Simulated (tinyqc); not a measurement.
Comparisons within one model: carrier statistics of a doped semiconductor with parabolic bands. A value that a table varies takes the place of the one given here.

Eg(T) = Eg0 - al T^2/(T + be); m_de = Mv^(2/3) (ml mt^2)^(1/3); m_dh = (mhh^(3/2) + mlh^(3/2))^(2/3); Nc and Nv from N = 2 (m kB T/(4 pi c))^(3/2) with c = hbar^2/2m0, in 1/angstrom^3; times 1e24 for 1/cm^3.

Energies are counted from Ev, so Ec = Eg. n = Nc F_1/2((EF - Eg)/kT), p = Nv F_1/2(-EF/kT), ND+ = ND/(1 + 2 exp((EF - Eg + ED)/kT)), NA- = NA/(1 + 4 exp((EA - EF)/kT)); neutrality asks p + ND+ = n + NA-. F_j(eta) = (1/Gamma(j + 1)) integral_0^infinity x^j dx/(1 + exp(x - eta)), which tends to exp(eta) for eta << 0.

Constants: hbar^2/2m0 = 3.80998211 eV angstrom^2; kB = 8.617333262e-05 eV/K.

Parameters, chosen for this exercise (near those of SiC; not measured data):
- Eg0 = 3.277 eV (gap at 0 K)
- al = 0.000632 eV/K (Varshni alpha)
- be = 1334 K (Varshni beta)
- ml = 0.329 m0 (longitudinal electron mass)
- mt = 0.443 m0 (transverse electron mass)
- Mv = 3 (equivalent valleys)
- mhh = 0.947 m0 (heavy-hole mass)
- mlh = 0.446 m0 (light-hole mass)
- ND = 1.1e+16 1/cm^3 (donors)
- NA = 3.9e+12 1/cm^3 (acceptors)
- ED = 0.0623 eV (donor level below Ec)
- EA = 0.206 eV (acceptor level above Ev)
- T = 150 K

## Temperature

Neutrality solved at each temperature; ni = sqrt(Nc Nv) exp(-Eg/2kT).

Carriers (1/cm^3):
```
T (K)  EF (eV)         n         p  majority / |ND - NA|        ni  Eg (eV)
30      3.2330  2.90e+10    <1e-99              2.63e-06    <1e-99   3.2766
50      3.2328  5.92e+13    <1e-99               0.00539    <1e-99   3.2759
77      3.2226  1.02e+15    <1e-99                0.0925  2.20e-89   3.2743
120     3.2008  5.61e+15    <1e-99                 0.510  1.27e-50   3.2707
200     3.1412  1.02e+16  1.17e-60                 0.932  1.09e-22   3.2605
300     3.0490  1.09e+16  1.84e-32                 0.988  1.41e-08   3.2422
450     2.8922  1.10e+16  2.28e-13                 0.997      50.0   3.2053
600     2.7197  1.10e+16   0.00124                 0.999  3.69e+06   3.1594
800     2.4716  1.10e+16  3.58e+04                 0.999  1.98e+10   3.0875
1000    2.2076  1.10e+16  1.39e+09                  1.00  3.91e+12   3.0062
```

Ionisation is incomplete: the majority density is below 90 % of the net doping at 30, 50, 77 and 120 K, down to a share of 2.6e-06. It is within 10 % of the net doping at 200, 300, 450, 600, 800 and 1000 K. The majority density never exceeds the net doping by 10 %; ni is 3.91e+12 1/cm^3 at 1000 K against a net doping of 1.10e+16. EF goes from 3.233 eV to 2.208 eV, where midgap is 1.503 eV and the intrinsic level (Boltzmann) 1.523 eV.

## Doping level

Only donors are present (NA = 0); eta is the distance of EF beyond the conduction edge in units of kT.

Neutral state:
```
ND (1/cm^3)  EF (eV)  majority (1/cm^3)  ionised share     eta
1.0e+14       3.1236           9.96e+13          0.996  -11.13
1.0e+15       3.1530           9.66e+14          0.966   -8.85
1.0e+16       3.1799           7.78e+15          0.778   -6.77
1.0e+17       3.2012           4.03e+16          0.403   -5.12
1.0e+18       3.2184           1.52e+17          0.152   -3.79
3.0e+18       3.2260           2.71e+17          0.090   -3.20
1.0e+19       3.2342           5.02e+17          0.050   -2.57
3.0e+19       3.2415           8.71e+17          0.029   -2.00
```

The impurity level lies at 3.2051 eV. The ionised share falls from 0.996 to 0.029 as EF passes through it between 1e+17 and 1e+18 1/cm^3 (share 1/3 there); it is below one half from 1e+17 1/cm^3 on. Over the last two rows the doping grows threefold and the majority density by a factor 1.73. EF comes within 3 kT of the majority band edge from 1e+19 1/cm^3 on. Above roughly 9e+18 1/cm^3 (N^(1/3) a = 0.26, with the radius a = sqrt(c/(m E)) from the ionisation energy E and the mass (ml mt^2)^(1/3)) the levels merge with the band and real ionisation is complete; sharp levels then overstate freeze-out.

## What each input does

Neutrality solved anew for each case. Each row changes one parameter from the base and keeps the others.

Results:
```
case                  EF (eV)  n (1/cm^3)  p (1/cm^3)
base                   3.1809    8.40e+15    1.44e-88
T = 170 K              3.1658    9.45e+15    1.83e-75
ND = 2.2e+16 1/cm^3    3.1879    1.44e+16    8.42e-89
NA = 5.07e+12 1/cm^3   3.1809    8.40e+15    1.44e-88
Eg0 = 3.327 eV         3.2309    8.40e+15    3.01e-90
mt = 0.5316 m0         3.1790    8.69e+15    1.67e-88
mhh = 1.1364 m0        3.1809    8.40e+15    1.79e-88
ED = 0.0935 eV         3.1717    4.10e+15    2.96e-88
```

The largest shifts from the base row, up to three for each result and ties (the steps differ in size, so this ranks the rows, not the parameters). EF (eV): Eg0 +0.0500, T -0.0151, ED -0.0093; unchanged at the printed digits by NA and mhh. n (1/cm^3): ND +5.99e+15, ED -4.30e+15, T +1.05e+15; unchanged at the printed digits by NA, Eg0 and mhh. p (1/cm^3): T +1.83e-75, ED +1.52e-88, Eg0 -1.41e-88; unchanged at the printed digits by NA.

Run: tinyqc, `OMP_NUM_THREADS=1 python tinyqc.py 1650159 1650160 out.jsonl`; Intel(R) Xeon(R) Processor @ 2.30GHz, one thread, shared host; about 0.01 s of CPU time with all checks.
